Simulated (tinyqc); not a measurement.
Worked calculation: donor near an oxide interface in a gate field (two-state model). Values are carried at full precision from step to step, so a last printed digit may differ when a step is redone from the rounded ones.

Interface at z = 0 (hard wall), donor at z = d, field F pulling electrons to the interface: potential e F z; 1 kV/cm = 1e-5 eV/angstrom, c = hbar^2/2m0, q = e^2/(4 pi eps0), Q = (eps - eo)/(eps + eo). Donor state: E_D = e F d - ED - q Q/(4 eps d), the last term joining the images of ion and electron. Interface state: z exp(-b z/2) exp(-rho^2/(2 L^2)) with E_z = c b^2/(4 mz) + 3 e F/b + q Q b/(8 eps), minimised over b; in the plane at z = 3/b the ion (distance D = d - 3/b) and its image (D' = d + 3/b) give E_rho = c/(mt L^2) - (q/eps)(sqrt(pi)/L)[erfcx(D/L) + Q erfcx(D'/L)], erfcx(x) = exp(x^2) erfc(x), minimised over L. E_I = E_z + E_rho.

Constants: hbar^2/2m0 = 3.80998211 eV angstrom^2; e^2/(4 pi eps0) = 14.39964547 eV angstrom.

Inputs chosen for the exercise (near those of a donor in Si below SiO2, static dielectric constants; shifted at random, so the results belong to these values and not to a real crystal): d = 70 angstrom (depth of the donor); ED = 54.5 meV (bulk binding energy); mz = 0.91 m0 (mass across the interface); mt = 0.186 m0 (mass in the plane); eps = 11.4 (dielectric constant of the semiconductor); eo = 3.9 (dielectric constant of the oxide); F = 112 kV/cm (field in the semiconductor); aD = 17.1 angstrom (donor radius); v = 0.48 (valley factor).

## The interface state across the interface

Solve c b/(2 mz) - 3 e F/b^2 + q Q/(8 eps) = 0; give Q, b, the three terms of E_z and <z> = 3/b.

Q = 0.4902
b = 0.10597 1/angstrom

kinetic, field and image terms (meV): 11.75  31.71  8.20

<z> = 28.3 angstrom

The image pushes the electron away from the oxide; without it <z> would be 25.6 angstrom.

## Binding in the plane

Give D, D', the best L, both terms and E_rho.

D, D' (angstrom): 41.7  98.3

L = 61.8 angstrom

kinetic and Coulomb terms (meV): 5.36  -24.88

E_rho = -19.51 meV

The bottom of the well lies at -36.6 meV, so the level is 47 % of the way up; L/D = 1.48. Above the critical field the ionised donor would thus still hold its electron as a dot at the interface.

## Where the electron sits

The two states couple by t = t0 exp(-D/aD) with t0 = q/(eps aD) (2 aD/L) sqrt(aD b/2) v, v a valley factor; this form is an estimate. With detuning u = E_D - E_I the splitting is sqrt(u^2 + 4 t^2) and the lower state has weight (1 - u/sqrt(u^2 + 4 t^2))/2 on the donor.

Give E_D, E_I, t, the splitting and the donor weight.

E_D, E_I (meV): 21.69  32.15

t = 1.63 meV
splitting = 10.96 meV
donor weight = 0.977

The electron is on the donor; the contact hyperfine coupling scales with the donor weight. With this t, the tunnelling time pi hbar/(2t) at a crossing would be 0.634 ps (hbar = 6.58212e-16 eV s); here the detuning is 6.41 t.

## Critical field

Find F at which E_D = E_I; compare the rule e F d = ED. The crossing width is 4t/(e D), with t and D formed anew at that field.

critical field = 137.4 kV/cm
ED/(e d) = 77.9 kV/cm
width = 13 kV/cm

The confinement energy E_z = 58.6 meV raises the field needed and the attraction E_rho = -19.1 meV lowers it; the result is 1.76 times the simple rule.

## Checks

- E_z without images against 1.5 x 6^(2/3)/2 (c (e F)^2/mz)^(1/3), meV: both 43.05.
- E_rho from the radial equation in the full Coulomb well against the Gaussian trial function, meV: -19.7 against -19.5.

(tinyqc, `OMP_NUM_THREADS=1 python tinyqc.py 1252490 1252491 out.jsonl`, Intel(R) Xeon(R) Processor @ 2.30GHz, 1 thread, shared host, about 0.08 s.)
